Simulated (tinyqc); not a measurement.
# Worked calculation: charge pumping in an n-channel transistor

Numbers from tinyqc (`OMP_NUM_THREADS=1 python tinyqc.py 2030155 2030156 out.jsonl`; about 0.01 s on one thread of a shared Intel Xeon 2.30GHz). Printed values are rounded.

The gate is pulsed from accumulation to inversion and back. Energies E are counted from the intrinsic level; Dit(E) = D0 [1 + b (2 E/Eg)^2]. During each edge the traps near the bands emit their carriers, and those between Eh and Ee recombine once a cycle.

Parameters, values chosen for the exercise; band and dielectric values close to those of silicon:
```
symbol    value         unit                                                               meaning
T           250            K                                                           temperature
Eg          1.1           eV                                                              band gap
Nc      2.12e19        cm^-3                            conduction-band density of states at 250 K
Nv      2.02e19        cm^-3                               valence-band density of states at 250 K
A         0.069         um^2                                                             gate area
D0       1.9e10  cm^-2 eV^-1                                                trap density at midgap
b           2.8                                    rise of the trap density towards the band edges
sn      1.4e-16         cm^2                                           cross-section for electrons
sp      2.2e-15         cm^2                                               cross-section for holes
vth       1.4e7         cm/s  thermal velocity at 250 K, one nominal value for electrons and holes
dV         0.59            V                                                             Vth - Vfb
Va          1.7            V                                                          pulse height
f         6.4e5           Hz                                                             frequency
tr           17           ns                                                             rise time
tf           28           ns                                                             fall time
```

Constants: q = 1.602176634e-19 C, kB = 1.380649e-23 J/K, Vt = kB T/q. Results are converted to the units shown.

Range of the model: The Fermi levels of inversion and accumulation are taken to lie beyond Ee and Eh, the flat tops to fill all traps, and no geometric current is added.

## Emission levels

ni = sqrt(Nc Nv) exp(-Eg/(2 Vt)), Eg in volts; emission times te = (dV/Va) tf and th = (dV/Va) tr; Ee = -Vt ln(vth sn ni te), Eh = +Vt ln(vth sp ni th).

ni = 1.691732e8 cm^-3
te = 9.717647 ns
th = 5.9 ns
Ee = 0.4212413 eV
Eh = -0.3726486 eV

The window covers 72.2 % of the gap.

## Pumped charge and current

Nit = integral of Dit from Eh to Ee = D0 [Ee - Eh + 4 b (Ee^3 - Eh^3)/(3 Eg^2)], Qcp = q A Nit, Icp = f Qcp.

Nit = 2.249940e10 cm^-2
mean Dit = 2.834070e10 cm^-2 eV^-1
traps pumped a cycle = 15.52459
Icp = 1.591880 pA
